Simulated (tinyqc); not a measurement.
Temperature and isotope dependence of a band gap in oscillator models: one step. Slope and asymptote. Three cases, with inputs chosen for the exercise.

Task: dE/dT = -sum sl_i (th_i/T)^2 n_i (1 + n_i). At high T, n -> T/th - 1/2, so E -> E0 + ZP - (sum sl_i) T. Give the slope, its ratio to the limit, and the value at 0 K of the tangent drawn at T.

E(T) = E0 - sum_i sl_i th_i n_i(T), n = 1/(exp(th/T) - 1). The same coupling lowers the gap at 0 K by the zero-point term ZP = sum_i sl_i th_i/2, so the gap of the static lattice is E0 + ZP. Thermal expansion is taken as part of the slopes.

Give: dE/dT; ratio to the limiting slope; intercept of the tangent; intercept - E0.

Case 1.

Values chosen (near those of InP; not measured data): E0 = 1.424 eV (gap at 0 K); th = (123, 362) K (temperatures of two oscillators); sl = (0.1398, 0.2282) meV/K (their high-temperature slopes); T = 400 K (temperature).

Result:

dE/dT = -0.3519 meV/K
ratio to the limiting slope = 0.9564
intercept of the tangent = 1.4609 eV
intercept - E0 = 36.89 meV

The tangent recovers 74 % of ZP: the extrapolation works only from T well above the higher oscillator (362 K).

Case 2.

Values chosen (near those of diamond; not measured data): E0 = 5.459 eV (gap at 0 K); th = (616, 1480) K (temperatures of two oscillators); sl = (0.2196, 0.3904) meV/K (their high-temperature slopes); T = 300 K (temperature).

Result:

dE/dT = -0.2258 meV/K
ratio to the limiting slope = 0.3701
intercept of the tangent = 5.5026 eV
intercept - E0 = 43.63 meV

The tangent recovers 12 % of ZP: the extrapolation works only from T well above the higher oscillator (1480 K).

Case 3.

Values chosen (near those of InP; not measured data): E0 = 1.417 eV (gap at 0 K); th = (128, 320) K (temperatures of two oscillators); sl = (0.1578, 0.2092) meV/K (their high-temperature slopes); T = 77 K (temperature).

Result:

dE/dT = -0.1844 meV/K
ratio to the limiting slope = 0.5025
intercept of the tangent = 1.4254 eV
intercept - E0 = 8.41 meV

The tangent recovers 19 % of ZP: the extrapolation works only from T well above the higher oscillator (320 K).

Computed by tinyqc, one run a case: `OMP_NUM_THREADS=1 python tinyqc.py N N+1 out.jsonl` with N = 1880790, 1880816, 1880836; one thread of a shared Intel(R) Xeon(R) Processor @ 2.30GHz, about 0.01 s a run at most.
